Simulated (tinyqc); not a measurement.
Inputs raised by 2 %, one at a time: five-frequency model of solute diffusion by vacancies in an fcc metal. Computed by tinyqc, a small Python program. Command: `OMP_NUM_THREADS=1 python tinyqc.py 3026842 3026843 out.jsonl fivefreq sens`. One thread of a shared host (Intel(R) Xeon(R) Processor @ 2.30GHz), about 0.01 s of CPU time with the checks.

A vacancy next to the solute exchanges with it (w2), jumps to one of 4 sites that also neighbour the solute (w1) or to one of 7 that do not (w3); w4 is the reverse of w3 and w0 the host jump.

Inputs (values chosen for the exercise, for a model solute in a host close to copper):
```
quantity                                      value      unit
barrier E0 (host jump)                         0.72        eV
barrier E1 (vacancy circles the solute)       0.764        eV
barrier E2 (exchange)                          0.88        eV
barrier E3 (dissociation)                     0.836        eV
binding energy E_b (positive for attraction)   0.17        eV
vacancy formation energy E_f                   1.25        eV
formation entropy S_f                           2.3       k_B
attempt frequency nu                            7.9       THz
lattice constant a                             3.61  angstrom
temperature T                                   770         K
```

Constants: k_B = 8.617333262e-05 eV/K.

Method:
- w_i = nu exp(-E_i/(k_B T)); detailed balance gives E4 = E3 - E_b.
- Manning: with y = w4/w0, 7F = 7 - (10 y^4 + 180.5 y^3 + 927 y^2 + 1341 y)/(2 y^4 + 40.2 y^3 + 254 y^2 + 597 y + 436); f2 = (2 w1 + 7F w3)/(2 w2 + 2 w1 + 7F w3).
- The mean cosine between successive solute jumps follows from f2 = (1 + c)/(1 - c).
- c_v = exp(S_f - E_f/(k_B T)); host D0 = a^2 c_v w0 x 0.7815; solute D2 = a^2 c_v exp(E_b/(k_B T)) w2 f2; 1 angstrom^2 = 1e-16 cm^2.

Runs:
```
input moved                                         from       to  correlation factor f2  solute diffusivity D2 (cm^2/s)  ratio D2/D0      7F
base run                                               -        -                0.90752                      1.3831e-14       1.3501  4.1926
barrier E0 (host jump) (eV)                         0.72   0.7344                0.90539                      1.3798e-14       1.6734  3.9425
barrier E1 (vacancy circles the solute) (eV)       0.764  0.77928                0.89617                      1.3658e-14       1.3333  4.1926
barrier E2 (exchange) (eV)                          0.88   0.8976                0.92750                      1.0842e-14       1.0584  4.1926
barrier E3 (dissociation) (eV)                     0.836  0.85272                0.90130                      1.3736e-14       1.3409  4.4914
binding energy E_b (positive for attraction) (eV)   0.17   0.1734                0.90702                      1.4550e-14       1.4203  4.1327
temperature T (K)                                    770    785.4                0.90552                      2.4628e-14       1.3432  4.2113
attempt frequency nu (THz)                           7.9    8.058                0.90752                      1.4107e-14       1.3501  4.1926
```

Exponents ln(y'/y) / ln(x'/x):
```
input                                         correlation factor f2  solute diffusivity D2  ratio D2/D0      7F
barrier E0 (host jump)                                       -0.118                 -0.118       10.841  -3.105
barrier E1 (vacancy circles the solute)                      -0.635                 -0.635       -0.635   0.000
barrier E2 (exchange)                                         1.100                -12.295      -12.295   0.000
barrier E3 (dissociation)                                    -0.347                 -0.347       -0.347   3.477
binding energy E_b (positive for attraction)                 -0.028                  2.560        2.560  -0.726
temperature T                                                -0.111                 29.137       -0.260   0.225
attempt frequency nu                                          0.000                  1.000        0.000   0.000
```

Which inputs matter most for each result?

Among the inputs moved here: correlation factor f2 answers most in size to barrier E2 (exchange) (exponent +1.100), next to barrier E1 (vacancy circles the solute) (-0.635); its exponent is below 0.0005 for attempt frequency nu. Its exponent 0.000 in attempt frequency nu: only ratios of rates enter. Solute diffusivity D2 answers most in size to temperature T (exponent +29.137), next to barrier E2 (exchange) (-12.295). Its exponent +1.000 in attempt frequency nu: nu sets the clock. Ratio D2/D0 answers most in size to barrier E2 (exchange) (exponent -12.295), next to barrier E0 (host jump) (+10.841); its exponent is below 0.0005 for attempt frequency nu. 7F answers most in size to barrier E3 (dissociation) (exponent +3.477), next to barrier E0 (host jump) (-3.105); its exponent is below 0.0005 for barrier E1 (vacancy circles the solute), barrier E2 (exchange), attempt frequency nu.
